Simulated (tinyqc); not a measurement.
Worked calculation: electroplating on a thin resistive seed layer: kinetics, Wagner number and the terminal effect across a wafer. Computed by tinyqc, a small Python program that keeps every step. Command: `OMP_NUM_THREADS=1 python tinyqc.py 3121242 3121243 out.jsonl terminal walk`. One thread of a shared host (Intel(R) Xeon(R) Processor @ 2.30GHz), about 0.02 s of CPU time with the checks. Intermediate numbers are printed to about 7 digits and carried at full precision; extremes and crossings named in words are read from the listed rows.

Current enters the seed at the rim. The bath is treated as a local resistance per area (no lateral flow in the liquid), two electrons per ion, molar volume 7.11 cm^3/mol, Faraday constant F = e N_A, kinematic viscosity 0.01 cm^2/s, omega = 2 pi x rpm/60; k_B T/e is in volts.

Inputs (values chosen for the exercise, of the order of those for copper plating from an acid sulfate bath):

| quantity | value | unit |
|---|---|---|
| wafer radius R | 7.5 | cm |
| seed thickness t | 160 | nm |
| seed resistivity | 18 | microohm cm |
| bath conductivity kappa | 0.087 | S/cm |
| gap to the anode h | 11 | cm |
| extra resistance of a porous plate | 0 | ohm cm^2 |
| exchange current density i_0 | 1.1 | mA/cm^2 |
| cathodic transfer coefficient alpha | 0.43 | - |
| mean current density | 28 | mA/cm^2 |
| diffusivity of the metal ion | 5e-06 | cm^2/s |
| metal ion concentration | 0.52 | mol/L |
| rotation rate | 60 | rpm |
| temperature T | 298 | K |

Constants: e = 1.602176634e-19 C; N_A = 6.02214076e+23 1/mol; k_B = 8.617333262e-05 eV/K.

## Rate, limit and resistances

Growth rate = i V_m/(2 F). Levich limit i_L = 0.62 x 2 F D^(2/3) omega^(1/2) nu^(-1/6) c. Tafel overpotential eta = (k_B T/(alpha e)) ln(i/i_0); kinetic resistance k_B T/(alpha e i); bath resistance h/kappa + plate; R_s = resistivity/t; Wagner number = kinetic resistance x kappa/R.

growth rate = 618.9956 nm/min

limiting current i_L = 98.24028 mA/cm^2

overpotential = 193.3077 mV

kinetic resistance = 2.132862 ohm cm^2

bath resistance R_b = 126.4368 ohm cm^2

sheet resistance R_s = 1.125 ohm/square

Wagner number = 0.02474119

## Linear estimate of the terminal effect

Linearised: with R_t = kinetic + bath resistance the current density obeys (1/r)(r i')' = i R_s/R_t, so i = A I_0(r/l), l = sqrt(R_t/R_s); with x = R/l, edge/centre = I_0(x) and edge/mean = x I_0(x)/(2 I_1(x)). Voltage drop in the seed for a uniform current: i R_s R^2/4.

length l = 10.69038 cm

x = R/l = 0.7015656

edge over centre, linear = 1.126886

edge over mean, linear = 1.060300

drop for uniform current = 442.9688 mV

For small x edge/centre is 1 + x^2/4 = 1.123.

## Current distribution

Full model: seed potential phi(r) with (1/r)(r phi')' = R_s i, where i solves phi = R_b i + (k_B T/(alpha e)) ln(i/i_0) (phi being the driving voltage left at r); phi'(0) = 0 and phi'(R) = R_s i_mean R/2. Solved by collocation to a tolerance of 1e-7.

Across the wafer:

| r/R | i (mA/cm^2) | i/mean | i/mean, linear |
|---|---|---|---|
| 0.00 | 26.34608 | 0.940931 | 0.940912 |
| 0.20 | 26.47579 | 0.945564 | 0.945548 |
| 0.40 | 26.86688 | 0.959531 | 0.959527 |
| 0.60 | 27.52535 | 0.983048 | 0.983056 |
| 0.75 | 28.20056 | 1.007163 | 1.007172 |
| 0.90 | 29.03756 | 1.037056 | 1.037054 |
| 1.00 | 29.68894 | 1.060319 | 1.060300 |

edge over centre, full model = 1.126883

The full model gives 1.13 against 1.13 from the linear form; the kinetic resistance, which the linear form holds fixed, is a small part of R_t here.

## As the film thickens, and with more bath resistance

The film is taken as uniform, with the seed resistivity; the last column adds 100 ohm cm^2 to R_b. Extra power of that plate = i^2 x 100 ohm cm^2 x area.

Edge over centre:

| thickness (nm) | R_s (ohm/square) | as given | with 100 ohm cm^2 more |
|---|---|---|---|
| 160 | 1.12500 | 1.126883 | 1.070421 |
| 240 | 0.75000 | 1.083729 | 1.046678 |
| 320 | 0.56250 | 1.062477 | 1.034908 |
| 480 | 0.37500 | 1.041439 | 1.023205 |
| 800 | 0.22500 | 1.024762 | 1.013891 |
| 1600 | 0.11250 | 1.012343 | 1.006933 |
| 3200 | 0.05625 | 1.006162 | 1.003464 |

extra power = 13.85442 W

The ratio falls below 1.1 from 240 nm on as given, and from 160 nm on with the added resistance: what counts is R_s R^2 against the sum of kinetic and bath resistance.

Checks made by the program: mean of the distribution (relative difference 2e-08).
